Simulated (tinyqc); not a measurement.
Lossy on-chip transmission line with skin effect: one step of the calculation.

A uniform line in a homogeneous dielectric: c = sqrt(er)/(c0 Z0), l = Z0 sqrt(er)/c0 (c0 = 299792458 m/s), g = w c td, w = 2 pi f. The resistance joins its limits as r = sqrt(r_dc^2 + r_hf^2), with r_dc = rho/(wd th), r_hf = kr rho/(2 delta (wd + th)), delta = sqrt(rho/(pi f mu0)), mu0 = 4 pi 1e-7 H/m; this is an interpolation, and internal inductance, up to 0.05 nH/mm at low frequency, is neglected.

Problem. Propagation constant and impedance. gamma = sqrt((r + i w l)(g + i w c)) = alpha + i beta, Zc = sqrt((r + i w l)/(g + i w c)), roots with positive real part; loss 8.685889638 alpha in dB; phase velocity w/beta.

Inputs (values chosen for the exercise): length len = 3.7 mm; frequency f = 0.79 GHz.

r = 15.013607 ohm/mm
l = 0.32886104 nH/mm
c = 91.350290 pF/m
g = 0.0022671847 S/m

Find: gamma len; Zc; loss; phase velocity over c0; r/(w l).

Solution.

gamma len = 0.2050+0.2274i
Zc = 136.1-121.5i ohm
loss = 0.4813 dB/mm
phase velocity over c0 = 0.2694
r/(w l) = 9.197

r exceeds w l, so the line behaves mainly as an RC line at this frequency.

Program tinyqc, `OMP_NUM_THREADS=1 python tinyqc.py 2810101 2810102 out.jsonl`; Intel Xeon 2.30GHz, shared host, one thread, about 0.01 s.
